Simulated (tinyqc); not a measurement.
# Born-Mayer model of an ionic crystal AB, step by step

A worked calculation. Computed by tinyqc, a small Python program that keeps every step. Command: `OMP_NUM_THREADS=1 python tinyqc.py 3022733 3022734 out.jsonl bornmayer walk`. One thread of a shared host (Intel(R) Xeon(R) Processor @ 2.30GHz), about 0.01 s of CPU time with the checks. Intermediate numbers are printed to about 5 digits and carried at full precision; extremes and crossings named in words are read from the listed rows.

Energies are per ion pair and r is the nearest distance of unlike ions.

Inputs (values chosen for the exercise, for a model salt):
```
quantity                        value           unit
ionic charge z                      1              -
unlike repulsion lambda          3060             eV
range rho                       0.343       angstrom
like repulsion lambda2           2550             eV
dispersion C between like ions     29  eV angstrom^6
pressure P                          0            GPa
```

Structure: caesium chloride. Short range: with like-ion terms.

Constants: e^2/(4 pi eps_0) = 14.39964548 eV angstrom; 1 eV/angstrom^3 = 160.2176634 GPa.

## Equilibrium distance at zero pressure

Madelung constant M, unlike neighbours z1, like neighbours z2 at f r, volume per pair: rock salt 1.747565, 6, 12, sqrt2, 2 r^3; caesium chloride 1.762675, 8, 6, 2/sqrt3, 8 r^3/(3 sqrt3); zinc blende 1.638055, 4, 12, sqrt(8/3), 16 r^3/(3 sqrt3). U(r) = -M z^2 e^2/(4 pi eps_0 r) + z1 lambda exp(-r/rho) + z2 [lambda2 exp(-f r/rho) - C/(f r)^6] (one mean like-ion term for both sublattices). Newton steps on g(r) = U'(r), from r = 9 rho: r(new) = r - U'(r)/U''(r), with the move limited to 0.3 angstrom. Where U'' is negative, move 0.3 angstrom downhill. Stop when |U'| is below 1e-9.

Newton steps:
```
step  r (angstrom)  U' (eV/angstrom)  U'' (eV/angstrom^2)
1           3.0870       -7.5590e+00               28.897
2           3.3486       -2.4061e+00               12.635
3           3.5390       -6.1291e-01                6.765
4           3.6296       -8.5068e-02                4.970
5           3.6467       -2.4706e-03                4.684
6           3.6473       -2.2635e-06                4.676
7           3.6473       -1.9044e-12                4.676
```

equilibrium distance r0 = 3.6473 angstrom

## Terms of the lattice energy

The formulas are those given above.

terms (eV): Coulomb -6.9592, unlike repulsion 0.5899, like repulsion 0.0712, dispersion -0.0312

lattice energy U = -6.3293 eV per pair

The short-range terms together cancel 9.1 % of the Coulomb energy.

## Bulk modulus

B = U''(r0)/(9 c r0), with the volume written as c r^3.

U''(r0) = 4.6757 eV/angstrom^2

bulk modulus B = 14.823 GPa

## Under pressure

With the volume written as c r^3, under pressure take the root at the minimum of the enthalpy and solve U'(r) + 3 c r^2 P = 0; H = U + P V; B = (U'' - 2 U'/r)/(9 c r).

distance at P = 3.6473 angstrom

volume at P = 74.698 angstrom^3

enthalpy at P = -6.3293 eV per pair

bulk modulus at P = 14.823 GPa

P is zero, so these repeat the values above.

## Three structures under pressure

The formulas are those given above.

Enthalpy (eV per pair):
```
P (GPa)  rock salt  caesium chloride  zinc blende
0           -6.517            -6.329       -6.349
2           -5.521            -5.447       -5.040
5           -4.183            -4.249       -3.335
10          -2.184            -2.443       -0.841
20           1.337             0.767        3.472
40           7.395             6.339       10.756
70          15.215            13.588       20.005
100         22.167            20.069       28.129
```

volumes at zero pressure (angstrom^3): rock salt 85.07, caesium chloride 74.70, zinc blende 114.44

At zero pressure the order is rock salt < zinc blende < caesium chloride. Between 2 and 5 GPa the lowest enthalpy passes from rock salt to caesium chloride. Pressure favours the denser structure, through P V. The Madelung constants, the number of repulsive contacts and the volumes (85.1, 74.7, 114.4 angstrom^3 at P = 0) all matter. Caution: rigid ions with fixed charges leave out polarisation and covalency, so such models often misplace transition pressures.

Checks made by the program: Madelung constant against an Ewald sum (relative difference 1e-07); Newton against bracketing (relative difference below 1e-10).
